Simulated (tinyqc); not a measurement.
# Film and buried-oxide thickness from two coupling ratios

Problem. In a depleted film -dVT/dVb is k1 = Cs Cbox/(Cox (Cs + Cbox)) for a front channel and k2 = Cbox (Cox + Cs)/(Cox Cs) for a back channel, with Cox = eps0 eox/tox, Cs = eps0 eps_r/ts, Cbox = 3.9 eps0/tb. Find ts and tb.

Parameters, values chosen for the exercise; band and dielectric values close to those of germanium: relative permittivity eps_r = 16.2; relative permittivity of the gate insulator (close to hafnium oxide) eox = 21.8; insulator thickness tox = 11 nm.

coupling ratios for a front and a back channel: 0.035106064  0.13771462

Answer. With y = Cox/Cs and z = Cox/Cbox, 1/k1 = y + z and k2 = (1 + y)/z, so y = (k2/k1 - 1)/(1 + k2); the thicknesses follow from y and z.

ts = 21.00 nm
tb = 51.00 nm

Program tinyqc, `OMP_NUM_THREADS=1 python tinyqc.py 2190152 2190153 out.jsonl`; Intel Xeon 2.30GHz, shared host, one thread, about 0.5 s.
